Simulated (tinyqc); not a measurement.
Three-band tight binding of a dichalcogenide monolayer: sweeps and comparisons. A value that a table varies takes the place of the one given here.

Basis dz2, dxy, dx2-y2 on a triangular lattice, nearest neighbours; alpha = kx a/2, beta = sqrt3 ky a/2. h0 = e1 + 2 t0 (cos 2alpha + 2 cos alpha cos beta); h1 = -2 sqrt3 t2 sin alpha sin beta + 2i t1 (sin 2alpha + sin alpha cos beta); h2 = 2 t2 (cos 2alpha - cos alpha cos beta) + 2i sqrt3 t1 cos alpha sin beta; h11 = e2 + 2 t11 cos 2alpha + (t11 + 3 t22) cos alpha cos beta; h22 = e2 + 2 t22 cos 2alpha + (3 t11 + t22) cos alpha cos beta; h12 = sqrt3 (t22 - t11) sin alpha sin beta + 4i t12 sin alpha (cos alpha - cos beta) + i lam sz. H = [[h0, h1, h2], [., h11, h12], [., ., h22]], Hermitian; the lowest band of each spin is filled. K = (4 pi/3a, 0), M = (pi/a, pi/(sqrt3 a)).

Constants: hbar^2/2m0 = 3.80998211 eV angstrom^2.

Inputs chosen for the exercise (near a published set for monolayer MoS2; the results hold for these values, not for the real material): a = 3.185 angstrom (lattice constant); e1 = 1.046 eV (level of dz2); e2 = 2.094 eV (level of dxy and dx2-y2); t0 = -0.187 eV (hopping); t1 = 0.403 eV (hopping); t2 = 0.506 eV (hopping); t11 = 0.217 eV (hopping); t12 = 0.332 eV (hopping); t22 = 0.057 eV (hopping); lam = 0.073 eV (spin-orbit constant).

## Three bands against the two-band Dirac model at K

Masses from central differences along kx with step 0.002 1/angstrom, c = hbar^2/2m0; Berry curvature of the valence band from a counter-clockwise plaquette of side 0.001 1/angstrom, Omega = -arg(product of overlaps)/area. Two-band model: coupling A = (3 a/(2 sqrt2))(t1 + sqrt3 t2) between valence and conduction states, mass c G/A^2 for both, Omega_v = 2 A^2/G^2. sz = 0 drops the spin-orbit term.

At K:
```
sz,G (eV),m_c (m0),m_v (m0),two-band mass,Omega_v (angstrom^2),two-band Omega
1,1.5761,0.426,0.580,0.321,14.960,15.040
0,1.6491,0.449,0.631,0.336,13.664,13.738
-1,1.7221,0.473,0.686,0.351,12.530,12.598
```

A = 4.3221 eV angstrom

What can be read from the table?

Without spin-orbit coupling the electron mass is 0.449 and the hole mass 0.631, against 0.336 for both in the two-band model: the third band and the curvature of the diagonal terms break the symmetry. The Berry curvature is -0.5 % from the two-band value. The smaller gap (sz = +1) has the larger curvature, by a factor 1.19.

## All hoppings scaled

The six hoppings are multiplied by f; e1, e2 and lam stay (real strain also moves e1 and e2, so this is no model of it). Closed forms: Ev(K) = e2 - (3/2)(t11 + t22) - 3 sqrt3 t12 + lam, Ec(K) = e1 - 3 t0, Ev(Gamma) = e1 + 6 t0.

Gaps (eV):
```
f,direct gap at K,Ev(K) - Ev(Gamma),Ec(K) - top of valence band
0.85,1.1716,0.2590,1.1716
0.90,1.3064,0.2083,1.3064
0.94,1.4143,0.1677,1.4143
0.97,1.4952,0.1373,1.4952
1.00,1.5761,0.1069,1.5761
1.03,1.6570,0.0765,1.6570
1.06,1.7379,0.0460,1.7379
1.10,1.8458,0.0055,1.8458
```

What can be read from the table?

The direct gap changes by +27.0 meV for each per cent of f. The top of the valence band stays at K over the range.

## What each parameter does

Spin up: gap at K, Ev(K) - Ev(Gamma), and masses at K by central differences along kx with step 0.002 1/angstrom, c = hbar^2/2m0. Each row changes one parameter from the base and keeps the others.

Results:
```
case,gap at K (eV),K - Gamma (eV),m_c (m0),m_v (m0)
base,1.5761,0.1069,0.426,0.580
t11 = 0.247 eV,1.6211,0.0619,0.444,0.617
e1 = 1.016 eV,1.5461,0.1369,0.414,0.561
lam = 0.103 eV,1.5461,0.1369,0.416,0.560
t0 = -0.157 eV,1.4861,-0.0731,0.382,0.523
e2 = 2.124 eV,1.5461,0.1369,0.414,0.561
t2 = 0.476 eV,1.5761,0.1069,0.458,0.677
```

What can be read from the table?

The largest shifts from the base row, up to three for each result and ties (the steps differ in size, so this ranks the rows, not the parameters). gap at K (eV): t0 -0.0900, t11 +0.0450, e2 -0.0300, e1 -0.0300, lam -0.0300; unchanged at the printed digits by t2. K - Gamma (eV): t0 -0.1800, t11 -0.0450, e2 +0.0300, e1 +0.0300, lam +0.0300; unchanged at the printed digits by t2. m_c (m0): t0 -0.044, t2 +0.033, t11 +0.018. m_v (m0): t2 +0.097, t0 -0.057, t11 +0.036. t2 couples dz2 to the other orbitals and vanishes at K and Gamma, so only the masses feel it.

(tinyqc, `OMP_NUM_THREADS=1 python tinyqc.py 1451438 1451439 out.jsonl`, Intel(R) Xeon(R) Processor @ 2.30GHz, 1 thread, shared host, about 0.01 s.)
